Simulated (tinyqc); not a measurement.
Inside a calculation. Method: Hubbard chain of 5 sites. Computed by tinyqc, a small Python program that keeps every step. Settings: hopping = 0.63, U = 5.8, mixing = 1, iteration cap = 78. Command: `OMP_NUM_THREADS=1 python tinyqc.py 20334 20335 out.jsonl` (the two numbers bound the seeds that draw the settings). One thread of a shared host (Intel(R) Xeon(R) Processor @ 2.60GHz), about 0.2 s of CPU time with the checks. Later iterations appear only in the table of the cycle.

## Mean-field iteration 1

one-body matrix (hopping and site energies) (eV), lower triangle:
```
          1         2         3         4        5
1   0.00000
2  -0.63000   0.00000
3   0.00000  -0.63000   0.00000
4   0.00000   0.00000  -0.63000   0.00000
5   0.00000   0.00000   0.00000  -0.63000  0.00000
```

U = 5.80000 eV

electrons, up and down: 3  2

mixing = 1

n(up) at the start (a guess, not normalised): 1 0.65000, 2 0.55000, 3 0.65000, 4 0.55000, 5 0.65000

n(down) at the start (a guess): 1 0.35000, 2 0.45000, 3 0.35000, 4 0.45000, 5 0.35000

H(up) = T + U n(down), H(down) = T + U n(up); fill the lowest levels; n(new) = n + mixing (n(out) - n); E = tr T (rho up + rho down) + U sum n_up n_down of the output.

levels, up (eV): 1.19093  1.62646  2.03000  3.01354  3.44907

levels, down (eV): 2.35093  2.78646  3.77000  4.17354  4.60907

energy = 2.30362 eV

n(up) after iteration 1: 1 0.79261, 2 0.33125, 3 0.75228, 4 0.33125, 5 0.79261

n(down) after iteration 1: 1 0.20739, 2 0.66875, 3 0.24772, 4 0.66875, 5 0.20739

## Mean-field iteration 2

As before.

levels, up (eV): 0.92218  1.06198  1.31014  4.01964  4.28606

levels, down (eV): 1.51394  1.78036  4.48986  4.73802  4.87782

energy = -0.14078 eV

n(up) after iteration 2: 1 0.95786, 2 0.08504, 3 0.91420, 4 0.08504, 5 0.95786

n(down) after iteration 2: 1 0.04214, 2 0.91496, 3 0.08580, 4 0.91496, 5 0.04214

## Mean-field iteration 3

As before.

levels, up (eV): 0.11666  0.16719  0.39301  5.38398  5.53917

levels, down (eV): 0.26083  0.41602  5.40699  5.63281  5.68334

energy = -0.53559 eV

n(up) after iteration 3: 1 0.98583, 2 0.02911, 3 0.97012, 4 0.02911, 5 0.98583

n(down) after iteration 3: 1 0.01417, 2 0.97089, 3 0.02988, 4 0.97089, 5 0.01417

## Convergence

Each step fills the lowest levels of T + U n(other spin) and sets n(new) = n + mixing (n(out) - n); stop when output and input agree to 1e-8.

Course of the cycle:

| iteration | E (eV) | largest \|n(out) - n(in)\| | mean \|n_up - n_down\| |
|---|---|---|---|
| 1 | 2.3036245 | 2.19e-01 | 0.47000 |
| 2 | -0.1407810 | 2.46e-01 | 0.86393 |
| 3 | -0.5355870 | 5.59e-02 | 0.95342 |
| 4 | -0.5425155 | 6.03e-03 | 0.96176 |
| 5 | -0.5425672 | 5.07e-04 | 0.96243 |
| 6 | -0.5425675 | 4.12e-05 | 0.96249 |
| 7 | -0.5425675 | 3.33e-06 | 0.96249 |
| 8 | -0.5425675 | 2.68e-07 | 0.96249 |
| 9 | -0.5425675 | 2.16e-08 | 0.96249 |
| 10 | -0.5425675 | 1.74e-09 | 0.96249 |

local moments n_up - n_down: 1 0.97641, 2 -0.95311, 3 0.95342, 4 -0.95311, 5 0.97641

Converged in 10 iterations. Before convergence this energy mixes input and output and is not variational, so it may rise towards its limit.

## Exact diagonalisation (100 states)

Lowest levels of the sector, and the double occupancy of the lowest state.

lowest levels (eV): -0.76699  -0.58014  -0.47422  -0.43898  -0.34514  -0.21400

double occupancy per site = 0.02425

The mean-field solution above lies 0.2244 eV above the exact energy.

## The lowest level by Lanczos steps

From a random start vector (not printed): a_j = <q_j|H|q_j>, b_j = norm of the remainder after orthogonalising; the Ritz value is the lowest eigenvalue of the tridiagonal matrix of a and b so far.

Lanczos:

| j | a_j (eV) | b_j (eV) | lowest Ritz value (eV) |
|---|---|---|---|
| 1 | 6.45751 | 3.74324 | 6.4575112 |
| 2 | 6.59641 | 4.37659 | 2.7830824 |
| 3 | 4.59763 | 2.70207 | 0.1146348 |
| 4 | 7.23446 | 3.34437 | -0.3195620 |
| 5 | 8.10921 | 3.01168 | -0.4111581 |
| 6 | 2.77398 | 3.87890 | -0.4679843 |
| 7 | 7.85545 | 3.06516 | -0.6538365 |
| 8 | 8.09357 | 1.77657 | -0.7414274 |
| 9 | 7.06283 | 4.71993 | -0.7468285 |
| 10 | 5.23937 | 3.67685 | -0.7523052 |
